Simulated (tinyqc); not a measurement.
From results back to parameters: static screening by free carriers. Three cases, with inputs chosen for the exercise.

Problem. At zero temperature the gas shows Friedel oscillations of period pi/kF and a Thomas-Fermi length 1/qTF; n and m are hidden.

kF = (3 pi^2 n/Mv)^(1/3), EF = c kF^2/m with c = hbar^2/2m0, n in 1/angstrom^3 (1e-24 per 1/cm^3), e2 = e^2/(4 pi eps0). Thomas-Fermi: qTF^2 = 6 pi e2 n/(eps EF). Debye: qD^2 = 4 pi e2 n/(eps kB T).

Constants: hbar^2/2m0 = 3.80998211 eV angstrom^2; e^2/(4 pi eps0) = 14.39964547 eV angstrom.

Find: kF; n; m.

Method. kF = pi/period and n = Mv kF^3/(3 pi^2); qTF^2 = 2 e2 Mv m kF/(pi eps c) then gives m.

Case 1.

Values chosen (out of a larger set: a free-electron density near that of Ag; not measured data): Mv = 1 (valleys); eps = 1 (background dielectric constant).

period = 2.63405 angstrom
1/qTF = 0.590314 angstrom

Solution.

kF = 1.193 1/angstrom
n = 5.73e+22 1/cm^3
m = 1.000 m0

Case 2.

Values chosen (out of a larger set: a free-electron density near that of Cu; not measured data): Mv = 1 (valleys); eps = 1 (background dielectric constant).

period = 2.30869 angstrom
1/qTF = 0.552655 angstrom

Solution.

kF = 1.361 1/angstrom
n = 8.51e+22 1/cm^3
m = 1.000 m0

Case 3.

Values chosen (out of a larger set: near those of Si; not measured data): Mv = 6 (valleys); eps = 11.7 (background dielectric constant).

period = 28.5500 angstrom
1/qTF = 4.81333 angstrom

Solution.

kF = 0.1100 1/angstrom
n = 2.70e+20 1/cm^3
m = 0.318 m0

Computed by tinyqc, one run a case: `OMP_NUM_THREADS=1 python tinyqc.py N N+1 out.jsonl` with N = 1652179, 1652180, 1652210; one thread of a shared Intel(R) Xeon(R) Processor @ 2.30GHz, about 0.01 s a run at most.
